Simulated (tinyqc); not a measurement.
# Resistance of a tapered via with liner, size effect and interface: effects of single changes

A round via whose diameter grows from db at the bottom as D(z) = db + 2 z/tan(ang). The fill, of diameter D - 2 tl, starts above the bottom liner (thickness fb tl) and has rho = rho0 (1 + ks lam/(D - 2 tl)); the sidewall liner conducts in parallel with it. The bottom liner and the interface are crossed over the full area pi db^2/4. Spreading in the lines above and below is left out.

Values chosen for this exercise; fill metal close to molybdenum: diameter at the bottom db = 35 nm; height hv = 120 nm; sidewall angle ang = 86 degrees; bulk resistivity of the fill rho0 = 5.19 uohm cm; mean free path of the fill lam = 11.1 nm; size-effect factor ks = 1; liner on the sidewall tl = 0.6 nm; liner at the bottom over that on the sidewall fb = 1; resistivity of the liner rl = 160 uohm cm; interface resistivity at the bottom ri = 2e-12 ohm cm^2; ballistic conductance per area, about 3/(4 rho0 lam) Sb = 1.3e15 S/m^2; bulk resistivity of the second fill (close to cobalt) rho2 = 6.2 uohm cm; its mean free path lam2 = 12.1 nm; its liner tl2 = 1.3 nm.

Each table varies one quantity; the others keep the values above.

## Via resistance against the diameter at the bottom

Slices between z0 = fb tl and hv, evaluated at their midpoints: conductance per length pi/4 [(D - 2 tl)^2/rho + (D^2 - (D - 2 tl)^2)/rl], slice resistance = slice height over that. 2000 slices. R_fill = sum of the slices; R_bottom = rl fb tl/(pi db^2/4); R_interface = ri/(pi db^2/4); ballistic (Sharvin) limit 1/(Sb pi (db - 2 tl)^2/4); ideal cylinder rho0 hv/(pi db^2/4).

Via resistance against the diameter at the bottom:
```
db (nm)	R_fill (ohm)	R_bottom (ohm)	R_interface (ohm)	R (ohm)	ballistic limit (ohm)	R over ideal cylinder	largest part
6	173.9	33.95	7.074	214.9	42.51	0.9756	fill
8.3	90.68	17.74	3.696	112.1	19.43	0.9740	fill
11	52.60	10.10	2.105	64.80	10.20	0.9888	fill
16	25.83	4.775	0.9947	31.60	4.471	1.020	fill
22	14.15	2.525	0.5261	17.20	2.264	1.050	fill
30	7.851	1.358	0.2829	9.492	1.181	1.077	fill
42	4.121	0.6929	0.1444	4.958	0.5884	1.103	fill
58	2.208	0.3634	0.07570	2.647	0.3036	1.123	fill
80	1.180	0.1910	0.03979	1.410	0.1577	1.138	fill
```

Read the table: what changes, and by how much?

R falls from 215 to 1.41 ohm. The fill is the largest part at db = 6 and in all other rows. R goes as db^(-2.00) between the first two rows and db^(-1.96) between the last two; area alone gives -2.

## Via resistance against the sidewall angle

Same model as above.

2000 slices.

The same in every row: R_bottom (ohm) = 0.9978; R_interface (ohm) = 0.2079; ballistic limit (ohm) = 0.8573.

Via resistance against the sidewall angle:
```
ang (degrees)	R_fill (ohm)	R (ohm)	R over ideal cylinder	largest part
90	9.146	10.35	1.599	fill
89	8.023	9.228	1.426	fill
88	7.141	8.347	1.289	fill
87	6.432	7.638	1.180	fill
86	5.848	7.054	1.090	fill
84	4.944	6.149	0.9500	fill
82	4.275	5.481	0.8466	fill
```

R falls from 10.4 to 5.48 ohm. The fill is the largest part at ang = 90 and in all other rows. The share of the two bottom terms goes from 11.6 to 22.0 %.

## Two fill metals against the diameter

2000 slices. R_fill = sum of the slices; R_bottom = rl fb tl/(pi db^2/4); R_interface = ri/(pi db^2/4). The second fill has rho2, lam2 and tl2 in place of rho0, lam and tl.

Two fill metals against the diameter:
```
db (nm)	R, first fill (ohm)	R, second fill (ohm)	ratio second/first
6	214.89	415.82	1.9350
8.5	106.99	184.67	1.7260
12	54.808	87.578	1.5979
17	28.144	42.611	1.5140
24	14.563	21.219	1.4571
35	7.0537	9.9691	1.4133
49	3.6762	5.0928	1.3853
70	1.8326	2.4992	1.3637
100	0.90931	1.2260	1.3482
```

The ratio goes from 1.93 to 1.35. The first fill gives the lower R in every row.

tinyqc, about 0.01 s, one thread, Intel Xeon 2.30GHz (shared host): `OMP_NUM_THREADS=1 python tinyqc.py 2750098 2750099 out.jsonl`
